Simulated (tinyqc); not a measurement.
Strain: hole subbands of a hard-walled well, four-band Luttinger model.

Hole energies are counted downwards from the unstrained band edge, c = hbar^2/2m0. After the usual block transformation one block is H = [[P + Q - Zs, R - i S], [R + i S, P - Q + Zs]] in (heavy, light), with P +/- Q = c [(g1 +/- g2) k^2 + (g1 -/+ 2 g2) kz^2], R = sqrt(3) c gR k^2, S = 2 sqrt(3) c g3 k kz, kz = -i d/dz; axial approximation gR = (g2 + g3)/2. Zs = b (e_par - e_perp) is the shear part of the strain (the hydrostatic part shifts all levels alike and is left out). Basis sqrt(2/L) sin(n pi z/L), n = 1 to N, for each component: kz^2 gives (n pi/L)^2 and the heavy-light block is R delta_nm - 2 sqrt(3) c g3 k D_nm with D_nm = 4 n m/(L (n^2 - m^2)) for n + m odd, 0 otherwise. The other block has the same levels. The split-off band is left out.

Constants: hbar^2/2m0 = 3.80998211 eV angstrom^2.

Inputs chosen for the exercise (near those of GaAs; shifted at random, so the results belong to these values and not to a real crystal): g1 = 6.99 (Luttinger gamma1); g2 = 2.05 (gamma2); g3 = 2.9 (gamma3); L = 100 angstrom (well width along [001]); Zlist = (-0.0294, -0.0196, -0.0108, -0.0033, 0, 0.0082, 0.0288) eV (shear strain energies (negative: tension in the plane, for b < 0)).

N = 20. dE is the rise of the top subband from k = 0 to k1 = pi/(4L), m1 = c k1^2/dE (dash if dE is not positive), and the heavy weight is taken at k = pi/L.

Top subband:
```
Zs (eV)  HH1 (meV)  LH1 (meV)  dE (meV)  heavy weight  m1 (m0)
-0.0294       40.3       12.3     0.024         0.181    9.657
-0.0196       30.5       22.1    -0.502         0.264        -
-0.0033       14.2       38.4     1.621         0.510    0.145
0.0000        10.9       41.7     1.651         0.575    0.142
0.0082         2.7       49.9     1.704         0.730    0.138
0.0288       -17.9       70.5     1.790         0.913    0.131
```

Give the missing row, Zs (eV) = -0.0108.

Computed row:
```
Zs (eV)  HH1 (meV)  LH1 (meV)  dE (meV)  heavy weight  m1 (m0)
-0.0108       21.7       30.9     1.474         0.378    0.159
```

HH1 and LH1 cross at Zs = -2 c g2 (pi/L)^2 = -0.0154 eV; for more negative Zs the light hole is on top. Among the rows with HH1 on top, m1 goes from 0.159 to 0.131 m0 as the splitting widens from 9 to 88 meV, against the unmixed 1/(g1 + g2) = 0.111: compression lightens the holes here. A dash marks a top subband whose hole energy at k1 lies below that at k = 0: an electron-like (negative) mass. m1 describes the neighbourhood of k = 0 only; where HH1 and LH1 lie close, the band may peak further out.

Run: tinyqc, `OMP_NUM_THREADS=1 python tinyqc.py 1251682 1251683 out.jsonl`; Intel(R) Xeon(R) Processor @ 2.30GHz, one thread, shared host; about 0.09 s of CPU time with all checks.
